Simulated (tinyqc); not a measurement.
Density of states of one tight-binding band on the simple cubic lattice, step by step. Values are carried at full precision from step to step, so a last printed digit may differ when a step is redone from the rounded ones.

E(k) = -2 t (c1 + c2 + c3) - 4 t2 (c1 c2 + c2 c3 + c3 c1) with ci = cos(2 pi ki); k in fractions of the reciprocal vectors, mesh k_i = j/N with j = 0 .. N-1. Densities are per cell and per spin, so the band holds one state.

Values chosen for the exercise: t = 2.18 eV (nearest hopping); t2 = 0 eV (second hopping); N = 6 (mesh points along each axis); bins = 10 (bins of the histogram); E_lo = -13.113 eV (lower end of the histogram); E_hi = 13.117 eV (upper end); E = -1.8 eV (energy at which the density is wanted); sigma = 0.218 eV (Gaussian width).

## Energies on the mesh

Evaluate the band at all 216 points and collect equal values.

Distinct energies:
```
E_k (eV)  points
-13.0800       1
-10.9000       6
-8.7200       12
-6.5400       14
-4.3600       27
-2.1800       36
0.0000        24
2.1800        36
4.3600        27
6.5400        14
8.7200        12
10.9000        6
13.0800        1
```

The 216 points give 13 distinct energies between -13.0800 and 13.0800 eV; a dense mesh gives a band from -13.080 to 13.080 eV.

## Histogram

Count the points in equal bins from E_lo to E_hi; g = count/(all points x bin width).

Histogram:
```
from (eV)   to (eV)  points  g (1/eV)
-13.1130   -10.4900       7    0.0124
-10.4900    -7.8670      12    0.0212
-7.8670     -5.2440      14    0.0247
-5.2440     -2.6210      27    0.0477
-2.6210      0.0020      60    0.1059
0.0020       2.6250      36    0.0635
2.6250       5.2480      27    0.0477
5.2480       7.8710      14    0.0247
7.8710      10.4940      12    0.0212
10.4940     13.1170       7    0.0124
```

Empty bins: 0 of 10; the fullest holds 60 points.

## Gaussian broadening at one energy

Gaussian broadening: g(E) = mean over the mesh of exp(-(E - E_k)^2/(2 sigma^2))/(sigma sqrt(2 pi)), n(E) = mean of erfc((E_k - E)/(sigma sqrt 2))/2.

Sum over the distinct energies with their counts.

n(E) = 0.4377
g(E) = 0.0668 1/eV

## One tetrahedron of the mesh

For corner energies e1 <= e2 <= e3 <= e4 and eij = ei - ej, the share of the tetrahedron below E is n = (E - e1)^3/(e21 e31 e41) for e1 < E < e2; n = [e21^2 + 3 e21 x + 3 x^2 - (e31 + e42) x^3/(e32 e42)]/(e31 e41) with x = E - e2 for e2 < E < e3; n = 1 - (e4 - E)^3/(e41 e42 e43) for e3 < E < e4; its density of states is g = dn/dE.

corner energies, sorted (eV): -6.5400  -2.1800  2.1800  6.5400

Find its share below E and its density of states at E.

n = 0.2138
g = 0.1329 1/eV

E lies between corners 2 and 3.

## Sum over all linear tetrahedra

Each cube of the mesh, corners numbered 0 to 7 as the binary number (i j l), is cut into six tetrahedra around the diagonal 0-7: 0137, 0157, 0237, 0267, 0457, 0467. For corner energies e1 <= e2 <= e3 <= e4 and eij = ei - ej, the share of the tetrahedron below E is n = (E - e1)^3/(e21 e31 e41) for e1 < E < e2; n = [e21^2 + 3 e21 x + 3 x^2 - (e31 + e42) x^3/(e32 e42)]/(e31 e41) with x = E - e2 for e2 < E < e3; n = 1 - (e4 - E)^3/(e41 e42 e43) for e3 < E < e4; its density of states is g = dn/dE.

Average n and g over all pieces of the mesh. The reference uses the same method with N = 36.

n(E) = 0.3721
g(E) = 0.0730 1/eV
reference n(E) = 0.382
reference g(E) = 0.066 1/eV

On this mesh the linear method errs by +0.007 1/eV in g and -0.010 in n; the Gaussian sum erred by +0.001 and +0.056.

## Checks

- States below the top of the band by the linear method against one: both 1.000000.

Computed by tinyqc, a small Python program: `OMP_NUM_THREADS=1 python tinyqc.py 1681113 1681114 out.jsonl` (the numbers bound the seed that draws the inputs); one thread of a shared host (Intel(R) Xeon(R) Processor @ 2.30GHz), about 0.2 s for the whole set of steps.
